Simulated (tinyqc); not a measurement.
# Worked calculation: electron continuity equation in a given potential, Scharfetter-Gummel discretisation

Program tinyqc, `OMP_NUM_THREADS=1 python tinyqc.py 2220039 2220040 out.jsonl`; Intel Xeon 2.30GHz, shared host, one thread, about 0.01 s. Printed values are rounded.

Steady state in one dimension: J = q mu n E + q D dn/dx with E = -dpsi/dx and D = mu Vt, dJ/dx = q (n/tau - G), fixed densities nL and nR at the ends. The potential is given, psi = U x/L - Ub exp(-((x/L - xb)/sb)^2), and is not changed by the electrons.

Values chosen for this exercise; mobility close to that of cadmium telluride at room temperature:
- T = 300 K (temperature)
- mu = 1010 cm^2/(V s) (electron mobility)
- L = 2.7 um (length of the region)
- nL = 8.7e13 cm^-3 (density at x = 0)
- nR = 0 cm^-3 (density at x = L)
- tau = 2.4e-9 s (lifetime)
- G = 0 cm^-3 s^-1 (uniform generation rate)
- U = 0.6 V (potential difference psi(L) - psi(0))
- Ub = 0.22 V (depth of the dip in psi (a barrier for electrons))
- xb = 0.57 (position of the barrier over L)
- sb = 0.16 (width of the barrier over L)

Constants: q = 1.602176634e-19 C, kB = 1.380649e-23 J/K, Vt = kB T/q. Results are converted to the units shown.

## Potential on the mesh

8 equal intervals, h = L/8; psi = U x/L - Ub exp(-((x/L - xb)/sb)^2).

psi, node 0 to 8 (V): [-0.000001, 0.074904, 0.145971, 0.175187, 0.118325, 0.179519, 0.387946, 0.519189, 0.599839]

## Bernoulli factors

d_i = (psi_(i+1) - psi_i)/Vt; B(d) = d/(exp(d) - 1), B(0) = 1. The flux on interval i is J_i = (q D/h) [n_(i+1) B(d_i) - n_i B(-d_i)].

```
interval       d_i      B(d_i)   B(-d_i)
0          2.89744    0.169168   3.06660
1          2.74898    0.187942   2.93693
2          1.13014    0.539165   1.66931
3         -2.19953     2.47376  0.274228
4          2.36710    0.244879   2.61198
5          8.06232  0.00254199   8.06487
6          5.07668   0.0318804   5.10856
7          3.11972    0.144165   3.26388
```

The largest |d_i| is 8.06, above 2, where central differences lose the sign pattern that keeps densities positive.

## Tridiagonal system for the inner nodes

Row i (1 to 7): B(-d_(i-1)) n_(i-1) + b_i n_i + B(d_i) n_(i+1) = f_i with b_i = -B(-d_i) - B(d_(i-1)) - h^2/(D tau) and f_i = -G h^2/D; the known end values are moved to the right: f_1 loses B(-d_0) nL and f_7 loses B(d_7) nR. h = L/8, D = mu Vt.

```
node  diagonal b  right side f (cm^-3)
1       -3.12427           -2.66795e14
2       -1.87543                     0
3      -0.831570                     0
4       -5.10392                     0
5       -8.32792                     0
6       -5.12928                     0
7       -3.31394                     0
```

## Densities and current

B(d_i) and B(-d_i) are the Bernoulli factors of the potential steps, b and f the diagonal and right side. Solve B(-d_(i-1)) n_(i-1) + b_i n_i + B(d_i) n_(i+1) = f_i (end values already in f), then J_i = (q D/h) [n_(i+1) B(d_i) - n_i B(-d_i)], h = L/8, D = mu Vt.

n, node 0 to 8 (cm^-3): [8.7e13, 1.22484e14, 6.16561e14, 1.47745e15, 8.05953e13, 2.52903e13, 4.01490e13, 6.18912e13, 0]
J, interval 0 to 7 (A/cm^2): [-30.5013, -30.2253, -28.8362, -25.5074, -25.3258, -25.2688, -25.1784, -25.0389]

Against a mesh 200 times finer the densities are off by at most 50 % of their local values.
